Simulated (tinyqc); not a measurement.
## Series resistance and length offset from two lengths at two overdrives

Problem. In strong inversion R W = Rsd + k(x)(L - dL), k(x) = (1 + th1 x)/(mu0 Cox x), x the overdrive, Cox = eps0 eox/tox, with Rsd and dL independent of x. Find dL, Rsd, mu0 and th1.

Values chosen for this exercise: relative permittivity of the gate insulator (close to zirconium oxide) eox = 25.5; insulator thickness tox = 3.6 nm.

Constants: eps0 = 8.8541878128e-14 F/cm where lengths are in cm. Results are converted to the units shown.

total resistance times width (ohm um):
```
                  L = 0.1 um  L = 0.36 um
overdrive 0.5 V   294.020589   887.495333
overdrive 1.11 V  215.620643   569.283785
```

Solution. At each overdrive R W is a straight line in L; the two lines cross at L = dL, R W = Rsd. Their slopes give k x = (1 + th1 x)/(mu0 Cox), a straight line in x.

dL = 0.01500 um
Rsd = 100.0 ohm um
mu0 = 190.0 cm^2/(V s)
th1 = 0.7200 1/V

Numbers from tinyqc (`OMP_NUM_THREADS=1 python tinyqc.py 2210039 2210040 out.jsonl`; about 0.01 s on one thread of a shared Intel Xeon 2.30GHz).
